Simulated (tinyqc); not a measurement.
Inside a calculation. Model: surface potential of a MOS transistor: implicit equation and explicit approximations.

Computed by the program tinyqc: `OMP_NUM_THREADS=1 python tinyqc.py 2122127 2122128 out.jsonl`, one thread of a shared Intel Xeon 2.30GHz, about 0.01 s for the whole run. Printed values are rounded.

p-type body, charge-sheet picture, depletion and inversion only, full ionisation (an idealisation for deep acceptors), Boltzmann statistics (rough once Na exp(x - xn) passes about Nc/7). In units of Vt: xg = (Vg - Vfb)/Vt, x = psi/Vt, G = gamma/sqrt(Vt), xn = (2 phiF + Vc)/Vt. The implicit equation is (xg - x)^2 = G^2 [x - 1 + exp(x - xn)] for x above about 3. Cox = eps0 eox/tox.

Values chosen for this exercise; band and dielectric values close to those of silicon: temperature T = 300 K; band gap Eg = 1.12 eV; relative permittivity eps_r = 11.7; conduction-band density of states at T Nc = 2.79e19 cm^-3; valence-band density of states at T Nv = 2.61e19 cm^-3; relative permittivity of the gate insulator (close to silicon dioxide) eox = 3.9; insulator thickness tox = 19 nm; acceptor density Na = 1.5e18 cm^-3; flat-band voltage Vfb = -0.7 V; channel-body voltage Vc = 0 V; gate-body voltage Vg = 4.16 V.

Constants: q = 1.602176634e-19 C, kB = 1.380649e-23 J/K, Vt = kB T/q, eps0 = 8.8541878128e-14 F/cm where lengths are in cm. Results are converted to the units shown.

## Scales

ni = sqrt(Nc Nv) exp(-Eg/(2 Vt)), Eg in volts; phiF = Vt ln(Na/ni); gamma = sqrt(2 q eps0 eps_r Na)/Cox; VT = Vfb + Vt (xn + G sqrt(xn - 1)).

phiF = 0.485292 V
gamma = 3.88261 V^0.5
G = 24.1477
xn = 37.5439
VT = 4.04438 V
xg = 187.993

## Explicit approximation

Depletion value a = 1 + [sqrt(G^2/4 + xg - 1) - G/2]^2; inversion value b = xn + ln[(xg - xn)^2/G^2 - xn + 1] and first guess y = min(a, b) - ln(1 + exp(-|a - b|)) if a > xn + 1, else b = y = a; one second-order correction with D = exp(y - xn), p = 2 (xg - y) + G^2 (1 + D), w = (xg - y)^2 - G^2 (y - 1 + D): z = y + 2 w/(p + sqrt(p^2 - 2 (2 - G^2 D) w)), or the Newton step z = y + w/p where the root is not real.

a = 39.0462
b = 38.3653
y = 37.9557
p = 1763.42
w = 81.6664
z = 38.0015

The root of the implicit equation is x = 38.0015; y misses it by -0.046 and z by 7.9e-6, in units of Vt.

## Starting value

x = y rounded to two decimals.

x at the start = 37.96

## Iteration 1: new x

D = exp(x - xn), f = (xg - x)^2 - G^2 (x - 1 + D), f' = -2 (xg - x) - G^2 (1 + D), x(new) = x - f/f'.

D = 1.51603
f = 74.0889
f' = -1767.20
x after iteration 1 = 38.0019

## Iteration 2: new x

As before.

D = 1.58094
f = -0.786118
f' = -1804.96
x after iteration 2 = 38.0015

## Course of the iteration

Stop when the step is below 1e-11, or after 60 iterations.

Course of the iteration:

| iteration | x before the step | step |
|---|---|---|
| 1 | 37.96 | 0.0419 |
| 2 | 38.0019 | -4.36e-4 |
| 3 | 38.0015 | -4.83e-8 |
| 4 | 38.0015 | 7.11e-15 |

Converged in 4 iterations.

## Potential, charges and gate control

converged x = 38.0015

psi = Vt x; N_dep = Cox Vt G sqrt(x - 1)/q; N_inv = (Cox Vt G/q) [sqrt(x - 1 + exp(x - xn)) - sqrt(x - 1)]; dpsi/dVg = 1/[1 + G^2 (1 + exp(x - xn))/(2 (xg - x))].

psi = 0.982414 V
N_dep = 4.30754e12 cm^-2
N_inv = 9.1021e10 cm^-2
dpsi/dVg = 0.166236

psi lies 0.46 Vt above 2 phiF + Vc.
